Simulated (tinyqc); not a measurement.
Wannier function of the lower band of a two-orbital chain: one step. Centre and spread in real space. Five cases, with inputs chosen for the exercise.

Question. Point-like orbitals at R (A) and R + xb (B): centre <x>, spread <x^2> - <x>^2.

Give: centre in units of a; centre in angstrom; spread.

Case 1.

Values chosen: xb = 0.63 a (position of B (A at 0)); a = 4.7 angstrom (period).

Amplitudes:
```
R        on A       on B
-1  -0.203123   0.367189
0    0.777388   0.409234
1    0.083262   0.080804
2    0.078475  -0.180247
```

Answer.

centre in units of a = 0.130
centre in angstrom = 0.610
spread = 8.461 angstrom^2

Case 2.

Values chosen: xb = 0.34 a (position of B (A at 0)); a = 4.3 angstrom (period).

Amplitudes:
```
R        on A       on B
-2   0.025599  -0.013603
-1  -0.102300   0.067101
0    0.613205   0.777108
1    0.057641  -0.025242
2   -0.014826   0.009736
```

Answer.

centre in units of a = 0.195
centre in angstrom = 0.839
spread = 0.983 angstrom^2

Case 3.

Values chosen: xb = 0.66 a (position of B (A at 0)); a = 5.8 angstrom (period).

Amplitudes:
```
R        on A       on B
-1  -0.085714   0.095794
0    0.817028   0.558702
1    0.046465  -0.036386
2    0.015209  -0.008875
```

Answer.

centre in units of a = 0.201
centre in angstrom = 1.163
spread = 3.749 angstrom^2

Case 4.

Values chosen: xb = 0.42 a (position of B (A at 0)); a = 5.3 angstrom (period).

Amplitudes:
```
R        on A       on B
-2   0.029126  -0.013166
-1  -0.084441   0.048397
0    0.679955   0.712237
1    0.118547  -0.068798
2   -0.026998   0.019237
```

Answer.

centre in units of a = 0.226
centre in angstrom = 1.196
spread = 2.218 angstrom^2

Case 5.

Values chosen: xb = 0.62 a (position of B (A at 0)); a = 4.9 angstrom (period).

Amplitudes:
```
R        on A       on B
-1  -0.076509   0.141044
0    0.669591   0.699425
1    0.097082  -0.159623
2    0.000374   0.042451
```

Answer.

centre in units of a = 0.345
centre in angstrom = 1.692
spread = 3.990 angstrom^2

Computed by tinyqc, one run a case: `OMP_NUM_THREADS=1 python tinyqc.py N N+1 out.jsonl` with N = 1451952, 1452410, 1452470, 1452619, 1452626; one thread of a shared Intel(R) Xeon(R) Processor @ 2.30GHz, about 0.2 s a run at most.
